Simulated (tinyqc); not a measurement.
# Stability and critical current from long pulses

Inverse problem. For long pulses a magnetic tunnel junction switches at I = Ic0 [1 - ln(tp/t0)/Delta]. Find Ic0 and Delta.

Values chosen for this exercise: attempt time t0 = 1 ns.

switching current for pulses of 0.0001 and 0.1 s (uA): 18.111944  15.938514

Solution. I is linear in ln tp: it equals Ic0 at tp = t0, and the slope is -Ic0/Delta.

Ic0 = 21.73 uA
Delta = 69.08

tinyqc, about 0.01 s, one thread, Intel Xeon 2.30GHz (shared host): `OMP_NUM_THREADS=1 python tinyqc.py 2450004 2450005 out.jsonl`
